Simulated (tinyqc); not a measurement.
Worked calculation: plane-wave Kohn-Sham cycle with exchange-only LDA in a layered model solid. One step of it, computed by the program tinyqc.

Problem. Iteration 1: Hamiltonian at one k. H(m,m') = (k + G_m)^2/2 delta + V(G_m - G_m'), with V(-G) = V(G).

A solid whose potential varies along x alone (atomic units):
```
parameter                      value
period a                    7.000000
cross-section of the cell  28.000000
electrons per cell                 4
grid points                       16
plane waves -n..n, n               2
k points                           2
V1 in V1 cos(2 pi x/a)     -0.520000
V2 in V2 cos(4 pi x/a)     -0.210000
```

V(G_m), m = 0, 1, 2, ... (hartree): -0.269107  -0.260000  -0.105000  0.000000  0.000000

k = 0.250000 2 pi / a

Give: H.

Solution.

H (hartree):
```
         -2       -1       +0       +1       +2
-2   0.9646  -0.2600  -0.1050   0.0000   0.0000
-1  -0.2600  -0.0425  -0.2600  -0.1050   0.0000
+0  -0.1050  -0.2600  -0.2439  -0.2600  -0.1050
+1   0.0000  -0.1050  -0.2600   0.3603  -0.2600
+2   0.0000   0.0000  -0.1050  -0.2600   1.7703
```
